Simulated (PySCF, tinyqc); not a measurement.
Worked calculation: RKS/exchange-only LDA in the 3-21g basis, for H3+, spin multiplicity 1. The lowest restricted solution is unstable here: a spin-polarised one lies 0.0061 hartree lower (PySCF). Computed by tinyqc, a small Python program that keeps every step (integrals from PySCF). Settings: charge = 1, multiplicity = 1, basis = 3-21g, energy threshold = 1e-10, iteration cap = 82, orthogonalisation = canonical, start = atomic densities, DIIS depth = 4, DIIS from iteration = 3, method = RKS, functional = Slater exchange alone, grid = [30, 50]. Command: `OMP_NUM_THREADS=1 python tinyqc.py 24148 24149 out.jsonl` (the two numbers bound the seeds that draw the settings). One thread of a shared host (Intel(R) Xeon(R) Processor @ 2.60GHz), about 0.2 s of CPU time with the checks. Later iterations appear only in the table of the cycle.

## One-electron integrals

Geometry (angstrom):
```
atom,x,y,z
H,0.000000,0.000000,0.000000
H,0.000000,0.000000,1.433000
H,0.000000,0.000000,-1.433000
```

Basis 3-21g: exponents (1/bohr^2) and contraction coefficients of normalised primitives:
```
element,l (shell),exponent,coefficient
H,s (1),5.447178,0.156285
H,s (1),0.824547,0.904691
H,s (2),0.183192,1.000000
```

Overlap, kinetic and nuclear-attraction integrals over the contracted functions; the nuclear repulsion is the sum of Za Zb / Rab.

nuclear repulsion = 0.92319820 hartree

overlap S:
```
,1H 1s,1H 2s,2H 1s,2H 2s,3H 1s,3H 2s
1H 1s,1.000000,0.645899,0.040635,0.213181,0.040635,0.213181
1H 2s,0.645899,1.000000,0.213181,0.510846,0.213181,0.510846
2H 1s,0.040635,0.213181,1.000000,0.645899,0.000005,0.007732
2H 2s,0.213181,0.510846,0.645899,1.000000,0.007732,0.068102
3H 1s,0.040635,0.213181,0.000005,0.007732,1.000000,0.645899
3H 2s,0.213181,0.510846,0.007732,0.068102,0.645899,1.000000
```

kinetic energy T (hartree):
```
,1H 1s,1H 2s,2H 1s,2H 2s,3H 1s,3H 2s
1H 1s,1.549405,0.293152,-0.054427,0.025174,-0.054427,0.025174
1H 2s,0.293152,0.274788,0.025174,0.077516,0.025174,0.077516
2H 1s,-0.054427,0.025174,1.549405,0.293152,-0.000040,-0.006795
2H 2s,0.025174,0.077516,0.293152,0.274788,-0.006795,-0.014806
3H 1s,-0.054427,0.025174,-0.000040,-0.006795,1.549405,0.293152
3H 2s,0.025174,0.077516,-0.006795,-0.014806,0.293152,0.274788
```

nuclear attraction V (hartree):
```
,1H 1s,1H 2s,2H 1s,2H 2s,3H 1s,3H 2s
1H 1s,-2.459476,-1.259642,-0.070187,-0.399973,-0.070187,-0.399973
1H 2s,-1.259642,-1.406463,-0.376111,-0.694321,-0.376111,-0.694321
2H 1s,-0.070187,-0.376111,-2.274836,-1.140411,-0.000010,-0.013014
2H 2s,-0.399973,-0.694321,-1.140411,-1.229372,-0.013014,-0.095783
3H 1s,-0.070187,-0.376111,-0.000010,-0.013014,-2.274836,-1.140411
3H 2s,-0.399973,-0.694321,-0.013014,-0.095783,-1.140411,-1.229372
```

core Hamiltonian H = T + V (hartree):
```
,1H 1s,1H 2s,2H 1s,2H 2s,3H 1s,3H 2s
1H 1s,-0.910071,-0.966490,-0.124614,-0.374799,-0.124614,-0.374799
1H 2s,-0.966490,-1.131675,-0.350937,-0.616805,-0.350937,-0.616805
2H 1s,-0.124614,-0.350937,-0.725432,-0.847259,-0.000050,-0.019809
2H 2s,-0.374799,-0.616805,-0.847259,-0.954584,-0.019809,-0.110589
3H 1s,-0.124614,-0.350937,-0.000050,-0.019809,-0.725432,-0.847259
3H 2s,-0.374799,-0.616805,-0.019809,-0.110589,-0.847259,-0.954584
```

## Two-electron integrals

Functions are numbered as in S; the eight-fold symmetry (ij|kl) = (ji|kl) = (kl|ij) leaves the list below.

Two-electron integrals (ij|kl) in chemists' order, unique and non-zero (hartree):
```
i,j,k,l,(ij|kl)
1,1,1,1,1.140145
2,1,1,1,0.611403
2,1,2,1,0.345152
2,2,1,1,0.626370
2,2,2,1,0.380329
2,2,2,2,0.482957
3,1,1,1,0.028000
3,1,2,1,0.017013
3,1,2,2,0.021181
3,1,3,1,0.001684
3,2,1,1,0.094534
3,2,2,1,0.060251
3,2,2,2,0.085871
3,2,3,1,0.006683
3,2,3,2,0.037209
3,3,1,1,0.369153
3,3,2,1,0.238048
3,3,2,2,0.356785
3,3,3,1,0.028000
3,3,3,2,0.191024
3,3,3,3,1.140145
4,1,1,1,0.191024
4,1,2,1,0.109176
4,1,2,2,0.122835
4,1,3,1,0.006683
4,1,3,2,0.023917
4,1,3,3,0.094534
4,1,4,1,0.037209
4,2,1,1,0.268615
4,2,2,1,0.166227
4,2,2,2,0.221671
4,2,3,1,0.012815
4,2,3,2,0.059748
4,2,3,3,0.268615
4,2,4,1,0.059748
4,2,4,2,0.126034
4,3,1,1,0.238048
4,3,2,1,0.153142
4,3,2,2,0.227550
4,3,3,1,0.017013
4,3,3,2,0.109176
4,3,3,3,0.611403
4,3,4,1,0.060251
4,3,4,2,0.166227
4,3,4,3,0.345152
4,4,1,1,0.356785
4,4,2,1,0.227550
4,4,2,2,0.331913
4,4,3,1,0.021181
4,4,3,2,0.122835
4,4,3,3,0.626370
4,4,4,1,0.085871
4,4,4,2,0.221671
4,4,4,3,0.380329
4,4,4,4,0.482957
5,1,1,1,0.028000
5,1,2,1,0.017013
5,1,2,2,0.021181
5,1,3,1,0.000613
5,1,3,2,0.002420
5,1,3,3,0.010017
5,1,4,1,0.004585
5,1,4,2,0.007400
5,1,4,3,0.006470
5,1,4,4,0.009999
5,1,5,1,0.001684
5,2,1,1,0.094534
5,2,2,1,0.060251
5,2,2,2,0.085871
5,2,3,1,0.002420
5,2,3,2,0.010183
5,2,3,3,0.043158
5,2,4,1,0.016710
5,2,4,2,0.030116
5,2,4,3,0.027876
5,2,4,4,0.043145
5,2,5,1,0.006683
5,2,5,2,0.037209
5,3,1,1,4.92e-06
5,3,2,1,2.70e-06
5,3,2,2,2.83e-06
5,3,3,1,1.27e-07
5,3,3,2,4.32e-07
5,3,3,3,1.69e-06
5,3,4,1,8.47e-07
5,3,4,2,1.22e-06
5,3,4,3,1.09e-06
5,3,4,4,1.63e-06
5,3,5,1,1.27e-07
5,3,5,2,4.32e-07
5,4,1,1,0.004241
5,4,2,1,0.002648
5,4,2,2,0.003546
5,4,3,1,0.000102
5,4,3,2,0.000415
5,4,3,3,0.001738
5,4,4,1,0.000727
5,4,4,2,0.001247
5,4,4,3,0.001123
5,4,4,4,0.001736
5,4,5,1,0.000272
5,4,5,2,0.001285
5,4,5,3,1.93e-08
5,4,5,4,0.000048
5,5,1,1,0.369153
5,5,2,1,0.238048
5,5,2,2,0.356785
5,5,3,1,0.010017
5,5,3,2,0.043158
5,5,3,3,0.184640
5,5,4,1,0.067002
5,5,4,2,0.125576
5,5,4,3,0.119259
5,5,4,4,0.184635
5,5,5,1,0.028000
5,5,5,2,0.191024
5,5,5,3,1.69e-06
5,5,5,4,0.005951
5,5,5,5,1.140145
6,1,1,1,0.191024
6,1,2,1,0.109176
6,1,2,2,0.122835
6,1,3,1,0.004585
6,1,3,2,0.016710
6,1,3,3,0.067002
6,1,4,1,0.032313
6,1,4,2,0.049007
6,1,4,3,0.043237
6,1,4,4,0.065744
6,1,5,1,0.006683
6,1,5,2,0.023917
6,1,5,3,8.47e-07
6,1,5,4,0.001040
6,1,5,5,0.094534
6,1,6,1,0.037209
6,2,1,1,0.268615
6,2,2,1,0.166227
6,2,2,2,0.221671
6,2,3,1,0.007400
6,2,3,2,0.030116
6,2,3,3,0.125576
6,2,4,1,0.049007
6,2,4,2,0.086617
6,2,4,3,0.081003
6,2,4,4,0.124010
6,2,5,1,0.012815
6,2,5,2,0.059748
6,2,5,3,1.22e-06
6,2,5,4,0.002282
6,2,5,5,0.268615
6,2,6,1,0.059748
6,2,6,2,0.126034
6,3,1,1,0.004241
6,3,2,1,0.002648
6,3,2,2,0.003546
6,3,3,1,0.000272
6,3,3,2,0.001285
6,3,3,3,0.005951
6,3,4,1,0.001040
6,3,4,2,0.002282
6,3,4,3,0.003511
6,3,4,4,0.004181
6,3,5,1,0.000102
6,3,5,2,0.000415
6,3,5,3,1.93e-08
6,3,5,4,0.000017
6,3,5,5,0.001738
6,3,6,1,0.000727
6,3,6,2,0.001247
6,3,6,3,0.000048
6,4,1,1,0.042657
6,4,2,1,0.025901
6,4,2,2,0.032890
6,4,3,1,0.001442
6,4,3,2,0.005848
6,4,3,3,0.024298
6,4,4,1,0.008365
6,4,4,2,0.015096
6,4,4,3,0.015497
6,4,4,4,0.022604
6,4,5,1,0.001442
6,4,5,2,0.005848
6,4,5,3,1.93e-07
6,4,5,4,0.000241
6,4,5,5,0.024298
6,4,6,1,0.008365
6,4,6,2,0.015096
6,4,6,3,0.000241
6,4,6,4,0.002240
6,5,1,1,0.238048
6,5,2,1,0.153142
6,5,2,2,0.227550
6,5,3,1,0.006470
6,5,3,2,0.027876
6,5,3,3,0.119259
6,5,4,1,0.043237
6,5,4,2,0.081003
6,5,4,3,0.077029
6,5,4,4,0.119250
6,5,5,1,0.017013
6,5,5,2,0.109176
6,5,5,3,1.09e-06
6,5,5,4,0.003511
6,5,5,5,0.611403
6,5,6,1,0.060251
6,5,6,2,0.166227
6,5,6,3,0.001123
6,5,6,4,0.015497
6,5,6,5,0.345152
6,6,1,1,0.356785
6,6,2,1,0.227550
6,6,2,2,0.331913
6,6,3,1,0.009999
6,6,3,2,0.043145
6,6,3,3,0.184635
6,6,4,1,0.065744
6,6,4,2,0.124010
6,6,4,3,0.119250
6,6,4,4,0.184447
6,6,5,1,0.021181
6,6,5,2,0.122835
6,6,5,3,1.63e-06
6,6,5,4,0.004181
6,6,5,5,0.626370
6,6,6,1,0.085871
6,6,6,2,0.221671
6,6,6,3,0.001736
6,6,6,4,0.022604
6,6,6,5,0.380329
6,6,6,6,0.482957
```

## Orthogonalisation

S = U s U^T; canonical form X = U s^(-1/2), so that X^T S X = 1. Each column of U has its largest component positive (the first on a tie).

eigenvalues of S: 0.156024  0.326872  0.394279  1.096917  1.605021  2.420886

X:
```
,1,2,3,4,5,6
1H 1s,-0.797865,0.000000,0.882678,0.628340,0.000000,0.257413
1H 2s,1.711424,0.000000,-0.587627,0.275150,0.000000,0.365732
2H 1s,0.458581,-0.850927,0.680043,-0.428455,0.405043,0.185703
2H 2s,-1.100704,0.897538,-0.493423,-0.192329,0.384008,0.268402
3H 1s,0.458581,0.850927,0.680043,-0.428455,-0.405043,0.185703
3H 2s,-1.100704,-0.897538,-0.493423,-0.192329,-0.384008,0.268402
```

## Starting guess

The start is atomic minimal-basis densities projected into this basis (PySCF's MINAO start) and scaled to the electron count of each spin; this density is not idempotent, so its energy is not variational and may lie below the converged one.

D at the start:
```
,1H 1s,1H 2s,2H 1s,2H 2s,3H 1s,3H 2s
1H 1s,0.140402,0.187594,-0.007732,0.005747,-0.007732,0.005747
1H 2s,0.187594,0.251802,-0.001584,0.020558,-0.001584,0.020558
2H 1s,-0.007732,-0.001584,0.136439,0.192642,-0.003096,0.001790
2H 2s,0.005747,0.020558,0.192642,0.274353,0.001790,0.013310
3H 1s,-0.007732,-0.001584,-0.003096,0.001790,0.136439,0.192642
3H 2s,0.005747,0.020558,0.001790,0.013310,0.192642,0.274353
```

## Iteration 1: exchange-correlation on the grid

Becke grid with 30 radial and 50 angular points per atom, points of zero weight dropped. rho = sum D_ij phi_i phi_j; V_xc,ij = sum w v_xc phi_i phi_j; v_xc is d(rho eps)/d rho.

The 16 grid points with the largest w rho, of 4468 (bohr, atomic units):
```
x,y,z,w,rho,eps_xc,v_xc
0.000000,0.916242,0.916242,0.098177,0.020013,-0.200518,-0.267358
-0.916242,0.000000,0.916242,0.098177,0.020013,-0.200518,-0.267358
0.000000,-0.916242,0.916242,0.098177,0.020013,-0.200518,-0.267358
0.000000,-0.916242,-0.916242,0.098177,0.020013,-0.200518,-0.267358
-0.916242,0.000000,-0.916242,0.098177,0.020013,-0.200518,-0.267358
0.916242,0.000000,-0.916242,0.098177,0.020013,-0.200518,-0.267358
0.916242,0.000000,0.916242,0.098177,0.020013,-0.200518,-0.267358
0.000000,0.916242,-0.916242,0.098177,0.020013,-0.200518,-0.267358
0.000000,-0.916242,-1.791736,0.097094,0.020072,-0.200716,-0.267621
-0.916242,0.000000,-1.791736,0.097094,0.020072,-0.200716,-0.267621
-0.916242,0.000000,1.791736,0.097094,0.020072,-0.200716,-0.267621
0.000000,0.916242,-1.791736,0.097094,0.020072,-0.200716,-0.267621
0.916242,0.000000,1.791736,0.097094,0.020072,-0.200716,-0.267621
0.916242,0.000000,-1.791736,0.097094,0.020072,-0.200716,-0.267621
0.000000,0.916242,1.791736,0.097094,0.020072,-0.200716,-0.267621
0.000000,-0.916242,1.791736,0.097094,0.020072,-0.200716,-0.267621
```

electrons on the grid, sum of w rho = 1.999967

E_xc = sum of w rho eps_xc = -0.42927205 hartree

V_xc (hartree):
```
,1H 1s,1H 2s,2H 1s,2H 2s,3H 1s,3H 2s
1H 1s,-0.380506,-0.207507,-0.012248,-0.066441,-0.012248,-0.066441
1H 2s,-0.207507,-0.225131,-0.066012,-0.113391,-0.066012,-0.113391
2H 1s,-0.012248,-0.066012,-0.376617,-0.203280,-0.000002,-0.002264
2H 2s,-0.066441,-0.113391,-0.203280,-0.208683,-0.002264,-0.015332
3H 1s,-0.012248,-0.066012,-0.000002,-0.002264,-0.376617,-0.203280
3H 2s,-0.066441,-0.113391,-0.002264,-0.015332,-0.203280,-0.208683
```

## Iteration 1: building the Kohn-Sham matrix

J_ij = sum D_kl (ij|kl); F = H + J + V_xc; E = tr D H + tr D J / 2 + E_xc + E_nn.

Coulomb J (hartree):
```
,1H 1s,1H 2s,2H 1s,2H 2s,3H 1s,3H 2s
1H 1s,1.053308,0.634909,0.039373,0.207416,0.039373,0.207416
1H 2s,0.634909,0.827826,0.191826,0.409584,0.191826,0.409584
2H 1s,0.039373,0.191826,0.933157,0.558575,0.000005,0.007101
2H 2s,0.207416,0.409584,0.558575,0.720851,0.007101,0.056377
3H 1s,0.039373,0.191826,0.000005,0.007101,0.933157,0.558575
3H 2s,0.207416,0.409584,0.007101,0.056377,0.558575,0.720851
```

Kohn-Sham matrix F (hartree):
```
,1H 1s,1H 2s,2H 1s,2H 2s,3H 1s,3H 2s
1H 1s,-0.237270,-0.539089,-0.097490,-0.233824,-0.097490,-0.233824
1H 2s,-0.539089,-0.528979,-0.225124,-0.320612,-0.225124,-0.320612
2H 1s,-0.097490,-0.225124,-0.168891,-0.491964,-0.000047,-0.014972
2H 2s,-0.233824,-0.320612,-0.491964,-0.442416,-0.014972,-0.069544
3H 1s,-0.097490,-0.225124,-0.000047,-0.014972,-0.168891,-0.491964
3H 2s,-0.233824,-0.320612,-0.014972,-0.069544,-0.491964,-0.442416
```

total energy of this density = -0.85602632 hartree

This density is the starting one; it is not idempotent, so its energy is not variational and may lie below the converged one.

## Iteration 1: diagonalisation and new density

Diagonalise F' = X^T F X, C = X C', fill 1 alpha and 1 beta electrons from the bottom; D = 2 C_occ C_occ^T. Each column has its largest component positive (the first on a tie).

F' = X^T F X (hartree):
```
,1,2,3,4,5,6
1,0.514168,0.000000,-0.020017,-0.323168,0.000000,-0.022883
2,0.000000,0.611924,0.000000,0.000000,-0.175727,0.000000
3,-0.020017,0.000000,0.627857,-0.026624,0.000000,0.004581
4,-0.323168,0.000000,-0.026624,-0.195087,0.000000,-0.032796
5,0.000000,-0.175727,0.000000,0.000000,-0.462136,0.000000
6,-0.022883,0.000000,0.004581,-0.032796,0.000000,-0.644775
```

orbital energies (hartree): MO1 -0.649430, MO2 -0.490156, MO3 -0.316774, MO4 0.623704, MO5 0.639944, MO6 0.644663

coefficients C:
```
,MO1,MO2,MO3,MO4,MO5,MO6
1H 1s,0.282913,0.000000,0.296461,-0.268203,0.000000,-1.279421
1H 2s,0.476941,0.000000,0.803958,-0.216080,0.000000,1.601010
2H 1s,0.160889,0.266002,-0.231109,-0.886911,0.904091,0.157817
2H 2s,0.192255,0.520546,-0.620079,0.889261,-0.825875,-0.593129
3H 1s,0.160889,-0.266002,-0.231109,-0.886911,-0.904091,0.157817
3H 2s,0.192255,-0.520546,-0.620079,0.889261,0.825875,-0.593129
```

D after iteration 1:
```
,1H 1s,1H 2s,2H 1s,2H 2s,3H 1s,3H 2s
1H 1s,0.160079,0.269865,0.091035,0.108783,0.091035,0.108783
1H 2s,0.269865,0.454946,0.153470,0.183389,0.153470,0.183389
2H 1s,0.091035,0.153470,0.051771,0.061864,0.051771,0.061864
2H 2s,0.108783,0.183389,0.061864,0.073924,0.061864,0.073924
3H 1s,0.091035,0.153470,0.051771,0.061864,0.051771,0.061864
3H 2s,0.108783,0.183389,0.061864,0.073924,0.061864,0.073924
```

## Iteration 2: exchange-correlation on the grid

As before.

The 16 grid points with the largest w rho, of 4468 (bohr, atomic units):
```
x,y,z,w,rho,eps_xc,v_xc
0.916242,0.000000,0.916242,0.098177,0.035884,-0.243605,-0.324807
-0.916242,0.000000,0.916242,0.098177,0.035884,-0.243605,-0.324807
0.000000,0.916242,0.916242,0.098177,0.035884,-0.243605,-0.324807
0.000000,-0.916242,0.916242,0.098177,0.035884,-0.243605,-0.324807
-0.916242,0.000000,-0.916242,0.098177,0.035884,-0.243605,-0.324807
0.916242,0.000000,-0.916242,0.098177,0.035884,-0.243605,-0.324807
0.000000,0.916242,-0.916242,0.098177,0.035884,-0.243605,-0.324807
0.000000,-0.916242,-0.916242,0.098177,0.035884,-0.243605,-0.324807
0.916242,0.916242,0.000000,0.111186,0.030929,-0.231832,-0.309110
-0.916242,0.916242,0.000000,0.111186,0.030929,-0.231832,-0.309110
-0.916242,-0.916242,0.000000,0.111186,0.030929,-0.231832,-0.309110
0.916242,-0.916242,0.000000,0.111186,0.030929,-0.231832,-0.309110
-1.092866,1.092866,0.000000,0.179828,0.018608,-0.195712,-0.260949
-1.092866,-1.092866,0.000000,0.179828,0.018608,-0.195712,-0.260949
1.092866,1.092866,0.000000,0.179828,0.018608,-0.195712,-0.260949
1.092866,-1.092866,0.000000,0.179828,0.018608,-0.195712,-0.260949
```

electrons on the grid, sum of w rho = 1.999877

E_xc = sum of w rho eps_xc = -0.44183043 hartree

V_xc (hartree):
```
,1H 1s,1H 2s,2H 1s,2H 2s,3H 1s,3H 2s
1H 1s,-0.443230,-0.244241,-0.013404,-0.077804,-0.013404,-0.077804
1H 2s,-0.244241,-0.260443,-0.059530,-0.120903,-0.059530,-0.120903
2H 1s,-0.013404,-0.059530,-0.304084,-0.168851,-0.000002,-0.002269
2H 2s,-0.077804,-0.120903,-0.168851,-0.185474,-0.002269,-0.017737
3H 1s,-0.013404,-0.059530,-0.000002,-0.002269,-0.304084,-0.168851
3H 2s,-0.077804,-0.120903,-0.002269,-0.017737,-0.168851,-0.185474
```

## Iteration 2: building the Kohn-Sham matrix

As before.

Coulomb J (hartree):
```
,1H 1s,1H 2s,2H 1s,2H 2s,3H 1s,3H 2s
1H 1s,1.303099,0.770487,0.043818,0.248755,0.043818,0.248755
1H 2s,0.770487,0.949812,0.187148,0.445706,0.187148,0.445706
2H 1s,0.043818,0.187148,0.831905,0.513679,0.000006,0.007442
2H 2s,0.248755,0.445706,0.513679,0.704539,0.007442,0.064684
3H 1s,0.043818,0.187148,0.000006,0.007442,0.831905,0.513679
3H 2s,0.248755,0.445706,0.007442,0.064684,0.513679,0.704539
```

Kohn-Sham matrix F (hartree):
```
,1H 1s,1H 2s,2H 1s,2H 2s,3H 1s,3H 2s
1H 1s,-0.050202,-0.440244,-0.094200,-0.203848,-0.094200,-0.203848
1H 2s,-0.440244,-0.442305,-0.223320,-0.292001,-0.223320,-0.292001
2H 1s,-0.094200,-0.223320,-0.197610,-0.502432,-0.000046,-0.014635
2H 2s,-0.203848,-0.292001,-0.502432,-0.435520,-0.014635,-0.063641
3H 1s,-0.094200,-0.223320,-0.000046,-0.014635,-0.197610,-0.502432
3H 2s,-0.203848,-0.292001,-0.014635,-0.063641,-0.502432,-0.435520
```

total energy of this density = -1.04862008 hartree

## Iteration 2: diagonalisation and new density

As before.

F' = X^T F X (hartree):
```
,1,2,3,4,5,6
1,0.547129,0.000000,-0.071158,-0.349080,0.000000,-0.028178
2,0.000000,0.604943,0.000000,0.000000,-0.156040,0.000000
3,-0.071158,0.000000,0.680240,0.039995,0.000000,0.022901
4,-0.349080,0.000000,0.039995,-0.118365,0.000000,0.049205
5,0.000000,-0.156040,0.000000,0.000000,-0.477988,0.000000
6,-0.028178,0.000000,0.022901,0.049205,0.000000,-0.583694
```

orbital energies (hartree): MO1 -0.589204, MO2 -0.500024, MO3 -0.264379, MO4 0.607063, MO5 0.626978, MO6 0.771830

coefficients C:
```
,MO1,MO2,MO3,MO4,MO5,MO6
1H 1s,0.181447,0.000000,0.275015,-0.000059,0.000000,-1.329746
1H 2s,0.324684,0.000000,0.972473,-0.544437,0.000000,1.461578
2H 1s,0.216850,0.282079,-0.198030,-0.896733,0.899204,-0.021073
2H 2s,0.306443,0.505738,-0.576682,0.999790,-0.835024,-0.371480
3H 1s,0.216850,-0.282079,-0.198030,-0.896733,-0.899204,-0.021073
3H 2s,0.306443,-0.505738,-0.576682,0.999790,0.835024,-0.371480
```

D after iteration 2:
```
,1H 1s,1H 2s,2H 1s,2H 2s,3H 1s,3H 2s
1H 1s,0.065846,0.117826,0.078693,0.111206,0.078693,0.111206
1H 2s,0.117826,0.210840,0.140815,0.198995,0.140815,0.198995
2H 1s,0.078693,0.140815,0.094048,0.132904,0.094048,0.132904
2H 2s,0.111206,0.198995,0.132904,0.187815,0.132904,0.187815
3H 1s,0.078693,0.140815,0.094048,0.132904,0.094048,0.132904
3H 2s,0.111206,0.198995,0.132904,0.187815,0.132904,0.187815
```

## Iteration 8 (converged): orbitals

converged F (hartree):
```
,1H 1s,1H 2s,2H 1s,2H 2s,3H 1s,3H 2s
1H 1s,-0.143586,-0.489759,-0.095958,-0.218954,-0.095958,-0.218954
1H 2s,-0.489759,-0.486488,-0.225206,-0.307243,-0.225206,-0.307243
2H 1s,-0.095958,-0.225206,-0.190540,-0.501095,-0.000047,-0.014829
2H 2s,-0.218954,-0.307243,-0.501095,-0.442463,-0.014829,-0.066650
3H 1s,-0.095958,-0.225206,-0.000047,-0.014829,-0.190540,-0.501095
3H 2s,-0.218954,-0.307243,-0.014829,-0.066650,-0.501095,-0.442463
```

As before.

F' = X^T F X (hartree):
```
,1,2,3,4,5,6
1,0.528486,0.000000,-0.047007,-0.335961,0.000000,-0.025547
2,0.000000,0.604166,0.000000,0.000000,-0.163513,0.000000
3,-0.047007,0.000000,0.651185,0.009138,0.000000,0.012584
4,-0.335961,0.000000,0.009138,-0.160154,0.000000,0.010997
5,0.000000,-0.163513,0.000000,0.000000,-0.475876,0.000000
6,-0.025547,0.000000,0.012584,0.010997,0.000000,-0.616841
```

orbital energies (hartree): MO1 -0.617551, MO2 -0.500088, MO3 -0.296991, MO4 0.610818, MO5 0.628378, MO6 0.706399

coefficients C:
```
,MO1,MO2,MO3,MO4,MO5,MO6
1H 1s,0.227893,0.000000,0.289794,-0.029918,0.000000,-1.319079
1H 2s,0.400820,0.000000,0.895825,-0.509748,0.000000,1.503577
2H 1s,0.192392,0.276032,-0.216606,-0.898258,0.901079,-0.003801
2H 2s,0.253815,0.511336,-0.597843,0.988510,-0.831608,-0.406271
3H 1s,0.192392,-0.276032,-0.216606,-0.898258,-0.901079,-0.003801
3H 2s,0.253815,-0.511336,-0.597843,0.988510,0.831608,-0.406271
```

D after iteration 8:
```
,1H 1s,1H 2s,2H 1s,2H 2s,3H 1s,3H 2s
1H 1s,0.103870,0.182688,0.087690,0.115685,0.087690,0.115685
1H 2s,0.182688,0.321313,0.154229,0.203468,0.154229,0.203468
2H 1s,0.087690,0.154229,0.074030,0.097664,0.074030,0.097664
2H 2s,0.115685,0.203468,0.097664,0.128844,0.097664,0.128844
3H 1s,0.087690,0.154229,0.074030,0.097664,0.074030,0.097664
3H 2s,0.115685,0.203468,0.097664,0.128844,0.097664,0.128844
```

## Convergence

Stop when the energy changes by less than 1e-10 hartree and every element of the error matrix X^T (F D S - S D F) X is below 3e-06.

Course of the cycle:
```
iteration,E (hartree),change,largest element of the error matrix
1,-0.85602632,-,5.61e-02
2,-1.04862008,-1.93e-01,1.61e-01
3,-1.05381229,-5.19e-03,1.32e-01
4,-1.05737455,-3.56e-03,1.17e-01
5,-1.06731757,-9.94e-03,1.92e-03
6,-1.06732177,-4.20e-06,2.27e-04
7,-1.06732179,-2.36e-08,5.42e-06
8,-1.06732179,-2.34e-11,3.28e-09
```

PySCF RKS in the same basis, fine grid = -1.06731044 hartree

Converged in 8 iterations. The coarse grid moves the energy by -1.14e-05 hartree.

## Populations, bond orders and dipole

Mulliken: Z minus the diagonal of D S on the atom; Loewdin: the same with S^(1/2) D S^(1/2); Mayer order: 2 sum_s sum (D(s) S)_ij (D(s) S)_ji over the two atoms.

Charges (e):
```
atom,Mulliken,Loewdin
1H,0.008731,0.028790
2H,0.495634,0.485605
3H,0.495634,0.485605
```

Mayer bond orders:
```
pair,order
2-1,0.499962
3-1,0.499962
3-2,0.254385
```

dipole moment about the origin, x y z (debye): 0.000000  0.000000  0.000000
